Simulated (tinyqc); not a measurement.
Where a level does most harm: Shockley-Read-Hall recombination through one deep level.

One level at Et with degeneracy 1: tn = 1/(sn vth Nt), tp = 1/(sp_ vth Nt), n1 = Nc exp((Et - Eg)/kT), p1 = Nv exp(-Et/kT), ni^2 = n1 p1. Equilibrium n0 = Nm, p0 = ni^2/Nm; n = n0 + dn, p = p0 + dn. U = (n p - ni^2)/(tp (n + n1) + tn (p + p1)), lifetime dn/U; emission rates en = sn vth n1, ep = sp_ vth p1.

Constants: kB = 8.617333262e-05 eV/K.

Inputs chosen for the exercise (gap and densities of states near those of Si at this temperature; not measured data): Eg = 1.128 eV (gap); Nc = 2.75e+19 1/cm^3 (conduction-band density of states); Nv = 1.13e+19 1/cm^3 (valence-band density of states); T = 300 K; Nt = 2.2e+14 1/cm^3 (defects); sn = 6.2e-16 cm^2 (electron capture cross-section); sp_ = 2e-15 cm^2 (hole capture cross-section); vth = 22000000 cm/s (thermal velocity, both carriers); Nm = 5.4e+16 1/cm^3 (equilibrium electrons for the lifetime steps).

Et takes the values listed; G = Nt en ep/(en + ep) in a depleted region; the lifetime is for dn = 1e11 1/cm^3.

Results:
```
Et (eV)  lifetime (microsecond)  G (1/(cm^3 s))
0.068                      5.13        1.29e+08
0.158                     0.258        4.18e+09
0.248                     0.108        1.36e+11
0.338                     0.103        4.42e+12
0.429                     0.103        1.49e+14
0.519                     0.103        4.74e+15
0.609                     0.103        6.18e+15
0.699                     0.103        1.98e+14
0.790                     0.103        5.86e+12
0.880                     0.107        1.80e+11
0.970                     0.220        5.54e+09
1.060                      3.89        1.71e+08
```

What can be read from this table?

Generation peaks where en = ep, at Eg/2 + (kT/2) ln(sp_ Nv/(sn Nc)) = 0.568 eV; the largest value listed is at 0.609 eV, and G falls by a decade for each 0.060 eV away from the peak. The lifetime is within a factor 2 of its minimum, 0.103 microsecond, from 0.248 to 0.880 eV: recombination tolerates a wide range of Et, generation a narrow one.

Program tinyqc; command `OMP_NUM_THREADS=1 python tinyqc.py 1681947 1681948 out.jsonl`; about 0.01 s on one thread of a shared Intel(R) Xeon(R) Processor @ 2.30GHz.
